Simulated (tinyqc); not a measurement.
Comparisons within one model: zigzag graphene nanoribbon in tight binding. A value that a table varies takes the place of the one given here.

A zigzag ribbon of N chains, sites A1, B1, A2, ..., BN across it. For each k it is a chain with bonds -2t cos(k/2) (A_n to B_n) and -t (B_n to A_(n+1)), and +D, -D on A and B. A1 and BN are the edge sites; the Dirac points project to k = 2 pi/3.

Inputs chosen for the exercise (near those used for graphene; shifted at random, so the results belong to these values and not to a real crystal):
```
symbol  value  unit  meaning
t       2.61   eV    hopping
D       0.47   eV    sublattice potential, +D on A and -D on B
Nw      7            chains, N of this table
k       2.74         k times the period sqrt3 acc
N       3            zigzag chains
```

## The flat edge band

A ribbon of N = Nw chains: lowest positive level, next level, and weight on the two edge sites per state of the middle pair, along k.

Along k:
```
k/pi,2 cos(k/2),lowest level (eV),next (eV),edge weight
0.50,1.4142,1.53590,2.4023,0.137
0.60,1.1756,1.02478,1.9459,0.190
0.65,1.0450,0.78933,1.7403,0.240
0.70,0.9080,0.60422,1.5797,0.324
0.75,0.7654,0.50229,1.5013,0.455
0.80,0.6180,0.47330,1.5440,0.623
0.85,0.4669,0.47010,1.7139,0.782
0.90,0.3129,0.47000,1.9781,0.902
0.95,0.1569,0.47000,2.2990,0.975
1.00,0.0000,0.47000,2.6520,1.000
```

Beyond k = 2 pi/3 the lowest level sinks towards D = 0.47 eV: it is within 1 meV of that from k/pi = 0.85 on. The edge weight grows from 0.32 at 0.70 to 1 at pi, where the chain breaks into dimers and the next level is sqrt(t^2 + D^2) = 2.6520 eV. So flat a band is sensitive to interactions, which this model leaves out; they matter once they exceed the splitting of the middle pair (2D, or for D = 0 only the small overlap of the two edges).

## Lowest level against width

D = 0; lowest positive level at the given k, and the estimate t x^N (1 - x^2), x = 2 cos(k/2) (a dash if x >= 1).

Level (eV):
```
N,matrix,estimate
2,0.3644,0.3492
3,0.1407,0.1393
4,0.05568,0.05557
5,0.02218,0.02217
6,0.008843,0.008842
8,0.001407,0.001407
10,0.0002239,0.0002239
14,5.668e-06,5.668e-06
```

With x = 0.3989 < 1 the level falls exponentially: from N = 10 to 14 by a factor 0.0253, against x^4 = 0.0253.

## What each parameter does

The two lowest positive levels at k and the weight on the two edge sites per state of the middle pair. Each row changes one parameter from the base and keeps the others.

Results:
```
case,lowest (eV),next (eV),edge weight
base,0.4906,2.4630,0.8535
t = 2.74 eV,0.4927,2.5813,0.8535
N = 4,0.4733,2.1605,0.8437
D = 0.57 eV,0.5871,2.4841,0.8535
k = 2.64,0.5316,2.5247,0.7903
```

The largest shifts from the base row, up to three for each result and ties (the steps differ in size, so this ranks the rows, not the parameters). lowest (eV): D +0.0965, k +0.0410, N -0.0173. next (eV): N -0.3025, t +0.1183, k +0.0617. edge weight: k -0.0632, N -0.0098; unchanged at the printed digits by t and D.

tinyqc: `OMP_NUM_THREADS=1 python tinyqc.py 1450091 1450092 out.jsonl`; about 0.01 s, one thread, shared Intel(R) Xeon(R) Processor @ 2.30GHz.
